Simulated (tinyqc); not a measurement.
What each parameter does: polar nitride quantum well with polarisation fields.

Growth along [0001]. e_par = (a_sub - a)/a, Ppz = 2 e_par (e31 - e33 C13/C33), P = Psp + Ppz in each layer; strain relaxation and the strain shift of the gaps are left out, although thick layers with more than about 1 % mismatch would relax.

In a periodic stack without free charge the potential drop over a period vanishes: F_w = (P_b - P_w) Lb/(eps0 (eps_w Lb + eps_b Lw)), F_b = -F_w Lw/Lb, eps0 = 8.8541878e-12 F/m; 1 MV/cm = 1e8 V/m = 0.01 V/angstrom.

Envelope functions on cells of 0.25 angstrom over barrier, well, barrier (widths Lb, Lw, Lb), psi = 0 beyond, psi'/m continuous (mean mass between points), c = hbar^2/2m0. With u(z) the integral of e F (F_w in the well, F_b = -F_w Lw/Lb in the barriers, 1 MV/cm = 0.01 V/angstrom), zero at the centre of the well, the electron sees u plus Vc in the barriers and the hole -u plus Vv. The transition is Eg + E_e + E_h; excitons are left out.

Constants: hbar^2/2m0 = 3.80998211 eV angstrom^2; hc = 1239.841984 eV nm.

Parameters, chosen for this exercise (near those of an InGaN well in GaN; not measured data): a_w = 3.25 angstrom (lattice constant a, well); a_b = 3.189 angstrom (lattice constant a, barrier); a_sub = 3.189 angstrom (in-plane lattice constant of the stack); Psp_w = -0.0308 C/m^2 (spontaneous polarisation); Psp_b = -0.0352 C/m^2 (spontaneous polarisation); e31_w = -0.356 C/m^2; e31_b = -0.335 C/m^2; e33_w = 0.663 C/m^2; e33_b = 0.658 C/m^2; C_w = 0.287 (C13/C33); C_b = 0.265 (C13/C33); eps_w = 11.1 (dielectric constant); eps_b = 10.1 (dielectric constant); Lw = 45 angstrom (well width); Lb = 115 angstrom (barrier width); Eg = 2.775 eV (gap of the well); Vc = 0.452 eV (conduction offset); Vv = 0.213 eV (valence offset); me = 0.178 m0 (electron, well); meb = 0.2 m0 (electron, barrier); mh = 1.65 m0 (hole, everywhere).

Polarisation, field, levels and overlap anew.

One parameter was then changed.

Results before and after:
```
case,F_w (MV/cm),E (eV),overlap^2,red shift (meV)
base,-1.869,2.3983,0.0031,444
changed,-1.798,2.4222,0.0039,420
```

Which of these changes was made? (a) Vc = 0.384 eV; (b) e33_w = 0.729 C/m^2; (c) a_sub = 3.199 angstrom; (d) Lb = 100 angstrom; (e) Lw = 50 angstrom; (f) eps_w = 12.2; (g) Psp_b = -0.0387 C/m^2; (h) mh = 1.15 m0.

Answer: (d) Lb = 100 angstrom. Of the candidates, run in turn, only this one gives the changed row.

All candidates:
```
case,F_w (MV/cm),E (eV),overlap^2,red shift (meV)
base,-1.869,2.3983,0.0031,444
Lw = 50 angstrom,-1.816,2.3254,0.00090,507
Lb = 100 angstrom,-1.798,2.4222,0.0039,420
a_sub = 3.199 angstrom,-1.856,2.4024,0.0032,440
Psp_b = -0.0387 C/m^2,-2.131,2.3121,0.0015,530
e33_w = 0.729 C/m^2,-1.922,2.3810,0.0027,461
eps_w = 12.2,-1.742,2.4391,0.0045,403
mh = 1.15 m0,-1.869,2.4127,0.0044,433
Vc = 0.384 eV,-1.869,2.3861,0.0026,454
```

(tinyqc, `OMP_NUM_THREADS=1 python tinyqc.py 1282113 1282114 out.jsonl`, Intel(R) Xeon(R) Processor @ 2.30GHz, 1 thread, shared host, about 0.09 s.)
